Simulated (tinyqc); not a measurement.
Tunnelling through a two-layer gate stack, WKB transmission and Tsu-Esaki current: effect of the tunnelling mass m1.

Electrons leave the emitter at x = 0. Energies E (motion across the layers) are in eV from the emitter Fermi level; the collector Fermi level lies at -V and offers states at every E. No charge in the dielectric and no image force: F1 = V/(t1 + t2 eps1/eps2), F2 = F1 eps1/eps2; U = phi1 - F1 x in layer 1 and phi2 - F1 t1 - F2 (x - t1) in layer 2. With C = hbar^2/(2 m0), kappa = sqrt(m (U - E)/C) where U > E and 0 elsewhere; T(E) = exp(-S), S = 2 times the integral of kappa over x.

Each layer adds (2/F) sqrt(m/C) [G(u at its left edge) - G(u at its right edge)] to S, with u = U - E (0 where negative) and G(u) = (2/3) u^1.5. J = J0 times the integral of T(E) N(E) dE, N = ln[(1 + exp(-E/Vt))/(1 + exp((-E - V)/Vt))], J0 = q^2 me m0 kB T/(2 pi^2 hbar^3) (times 1e-4 for A/cm^2 per eV), from E = -Ef to far above the barrier (T = 1 there), by quadrature converged to the digits shown.

Values chosen for this exercise; layer 1 close to aluminium oxide, layer 2 close to hafnium oxide:

| symbol | value | unit | meaning |
|---|---|---|---|
| T | 350 | K | temperature |
| Ef | 1 | eV | Fermi energy of the emitter above its band bottom |
| me | 0.69 | m0 | emitter mass in the supply function |
| phi1 | 2.73 | eV | barrier of layer 1 above the emitter Fermi level at zero bias |
| t1 | 1 | nm | thickness of layer 1 |
| eps1 | 9.04 |  | relative permittivity of layer 1 |
| phi2 | 1.52 | eV | barrier of layer 2 at zero bias |
| m2 | 0.21 | m0 | tunnelling mass of layer 2 |
| t2 | 2.6 | nm | thickness of layer 2 |
| eps2 | 21.7 |  | relative permittivity of layer 2 |
| V | 0.3 | V | voltage across the dielectric |

Constants: q = 1.602176634e-19 C, kB = 1.380649e-23 J/K, hbar = 1.054571817e-34 J s, m0 = 9.1093837015e-31 kg, Vt = kB T/q, hbar^2/(2 m0) = 0.0380998212 eV nm^2. Results are converted to the units shown.

Effect of the tunnelling mass m1:
```
m1 (m0)  S at E = 0   T(E = 0)  J (A/cm^2)  mean E of the current (eV)
0.12          19.69   2.801e-9      0.7488                     -0.2573
0.15          20.38   1.415e-9      0.3664                     -0.2529
0.2           21.38  5.200e-10      0.1287                     -0.2467
0.25          22.26  2.153e-10     0.05124                     -0.2414
0.31          23.21  8.341e-11     0.01905                     -0.2358
0.4           24.47  2.356e-11    0.005101                     -0.2286
0.5           25.72  6.770e-12    0.001393                     -0.2217
0.63          27.17  1.593e-12    3.094e-4                     -0.2141
```

What does the comparison show?

J falls from 0.749 to 3.09e-4 A/cm^2. S goes as m1^(0.19): only one of the two layers feels this mass, so the power is below 0.5.

tinyqc, about 0.03 s, one thread, Intel Xeon 2.30GHz (shared host): `OMP_NUM_THREADS=1 python tinyqc.py 2540099 2540100 out.jsonl`
